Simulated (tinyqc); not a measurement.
Electron continuity equation in a given potential, Scharfetter-Gummel discretisation: two steps of the calculation.

Steady state in one dimension: J = q mu n E + q D dn/dx with E = -dpsi/dx and D = mu Vt, dJ/dx = q (n/tau - G), fixed densities nL and nR at the ends. The potential is given, psi = U (x/L)^2, and is not changed by the electrons.

Parameters, values chosen for the exercise; mobility close to that of cadmium telluride at room temperature:
```
symbol,value,unit,meaning
T,450,K,temperature
mu,991,cm^2/(V s),electron mobility
L,6.8,um,length of the region
nL,3.2e13,cm^-3,density at x = 0
nR,0,cm^-3,density at x = L
```

Constants: q = 1.602176634e-19 C, kB = 1.380649e-23 J/K, Vt = kB T/q. Results are converted to the units shown.

Problem 1. Bernoulli factors. d_i = (psi_(i+1) - psi_i)/Vt; B(d) = d/(exp(d) - 1), B(0) = 1. The flux on interval i is J_i = (q D/h) [n_(i+1) B(d_i) - n_i B(-d_i)].

psi, node 0 to 10 (V): [0.00000000, -0.00610000, -0.02440000, -0.05490000, -0.09760000, -0.15250000, -0.21960000, -0.29890000, -0.39040000, -0.49410000, -0.61000000]

Give: d_i; B(d_i); B(-d_i).

Solution 1.

d_i, interval 0 to 9: [-0.1573, -0.4719, -0.7865, -1.1011, -1.4158, -1.7304, -2.0450, -2.3596, -2.6742, -2.9888]
B(d_i), interval 0 to 9: [1.0807, 1.2544, 1.4443, 1.6496, 1.8696, 2.1031, 2.3489, 2.6057, 2.8723, 3.1473]
B(-d_i), interval 0 to 9: [0.92341, 0.78253, 0.65776, 0.54849, 0.45383, 0.37271, 0.30391, 0.24613, 0.19808, 0.15846]

The largest |d_i| is 2.99, above 2, where central differences lose the sign pattern that keeps densities positive.

Problem 2. Densities and current. B(d_i) and B(-d_i) are the Bernoulli factors of the potential steps, b and f the diagonal and right side. Solve B(-d_(i-1)) n_(i-1) + b_i n_i + B(d_i) n_(i+1) = f_i (end values already in f), then J_i = (q D/h) [n_(i+1) B(d_i) - n_i B(-d_i)], h = L/10, D = mu Vt.

B(d_i), interval 0 to 9: [1.0807141, 1.2544488, 1.4442927, 1.6496276, 1.8695787, 2.1030687, 2.3488805, 2.6057201, 2.8722751, 3.1472647]
B(-d_i), interval 0 to 9: [0.92340840, 0.78253175, 0.65776421, 0.54848780, 0.45382751, 0.37270613, 0.30390651, 0.24613471, 0.19807842, 0.15845663]
diagonal b, node 1 to 9: [-1.8695788, -1.9185460, -1.9991134, -2.1097881, -2.2486178, -2.4133082, -2.6013481, -2.8101314, -3.0370647]
right side f, node 1 to 9 (cm^-3): [-2.9549069e13, 0, 0, 0, 0, 0, 0, 0, 0]

Wanted: n; J.

Solution 2.

n, node 0 to 10 (cm^-3): [3.2000e13, 2.7023e13, 1.6718e13, 7.5664e12, 2.5033e12, 6.0520e11, 1.0688e11, 1.3782e10, 1.2934e9, 8.4353e7, 0]
J, interval 0 to 9 (A/cm^2): [-0.031274, -0.015779, -0.006192, -0.001854, -0.000418, -0.000071, -0.000010, -0.000002, -0.000001, -0.000001]

Program tinyqc, `OMP_NUM_THREADS=1 python tinyqc.py 2220036 2220037 out.jsonl`; Intel Xeon 2.30GHz, shared host, one thread, about 0.01 s.
